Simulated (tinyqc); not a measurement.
Admittance spectroscopy and thermally stimulated current of one trap level in a depletion layer: one step, computed by the program tinyqc.

A Schottky junction on n-type material holds one donor-like electron trap; shallow donors are fully ionised and abrupt depletion edges are assumed.

Question. The capacitance step. With E_c - E_F = k_B T_p ln(N_c/N): lambda = sqrt(2 eps eps_0 (E_t - (E_c - E_F))/(e^2 N)); traps are empty and charged for x < x_t = w - lambda, and V_b = e (N w^2 + N_t x_t^2)/(2 eps eps_0). High frequency: C_hf = eps eps_0/w. Low frequency: C_lf = eps eps_0 (N + N_t)/(N w + N_t x_t).

Inputs (values chosen for the exercise, modelled on n-type 4H-SiC):

| quantity | value | unit |
|---|---|---|
| dielectric constant eps | 9.61 | - |
| shallow doping N | 1.9e+15 | 1/cm^3 |
| trap density N_t | 2.1e+14 | 1/cm^3 |
| trap depth E_t below the band | 0.58 | eV |
| band bending V_b | 1.7 | V |

E_c - E_F = k_B T_p ln(N_c/N) = 0.4734140 eV

Constants: eps_0 = 8.8541878128e-12 F/m; e = 1.602176634e-19 C.

Give: lambda; depletion width w; crossing point x_t; C_hf; C_lf; step (C_lf - C_hf)/C_hf; small-N_t estimate (N_t/N)(lambda/w).

Answer.

lambda = 244.10 nm

depletion width w = 946.48 nm

crossing point x_t = 702.38 nm

C_hf = 8.9900 nF/cm^2

C_lf = 9.2268 nF/cm^2

step (C_lf - C_hf)/C_hf = 0.026344

small-N_t estimate (N_t/N)(lambda/w) = 0.028505

Reading N_t/N straight from the step would give 0.0263 against the true 0.111: the factor lambda/w must be known.
